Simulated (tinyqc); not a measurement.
Threshold-voltage variability of a planar MOSFET, analytic estimates: two steps of the calculation.

Three independent sources add in quadrature: random dopants in the depleted layer, metal-gate grains of two orientations, and roughness of the two gate edges acting through the roll-off VT = VT(long) - Vr exp(-L/l). These are first-order estimates: no three-dimensional electrostatics, no percolation.

Values chosen for this exercise; material values close to those of silicon: gate length L = 32 nm; gate width W = 82 nm; metal grain size G = 7 nm; work-function difference of the two grain orientations dW = 0.2 eV; share of the orientation of higher work function p = 0.6; rms roughness of one gate edge De = 1.7 nm; correlation length of the roughness La = 15 nm; decay length of the threshold roll-off l = 8.2 nm; prefactor of the roll-off Vr = 2 V; number of cells Nb = 65536; wanted yield Y = 0.999.

Task 1. Metal grains and edge roughness. Grains: Ng = L W/G^2 (at least 1), s2 = dW sqrt(p (1 - p)/Ng). Edges, with exponential correlation and u = W/La: the mean gate length has sL^2 = 2 De^2 (2/u)[1 - (1 - exp(-u))/u]; s3 = sL (Vr/l) exp(-L/l).

Find: Ng; s2; sL; dVT/dL; s3.

Result 1.

Ng = 53.55
s2 = 13.39 mV
sL = 1.315 nm
dVT/dL = 4.925 mV/nm
s3 = 6.477 mV

Task 2. Margin in standard deviations for the wanted yield. Cells fail independently with probability Q(k) = erfc(k/sqrt(2))/2 when the margin is k standard deviations, and Y = exp(-Nb Q(k)). phi = exp(-k^2/2)/sqrt(2 pi). Newton steps on ln Q(k) = ln(-ln(Y)/Nb): k(new) = k + [ln Q - ln(-ln(Y)/Nb)] Q/phi.

k after iteration 1 = 7.9895216

Give: Q(k); phi; k after iteration 2.

Result 2.

Q(k) = 6.773e-16
phi = 5.494e-15
k after iteration 2 = 5.902

Computed by the program tinyqc: `OMP_NUM_THREADS=1 python tinyqc.py 2090082 2090083 out.jsonl`, one thread of a shared Intel Xeon 2.30GHz, about 0.03 s for the whole run.
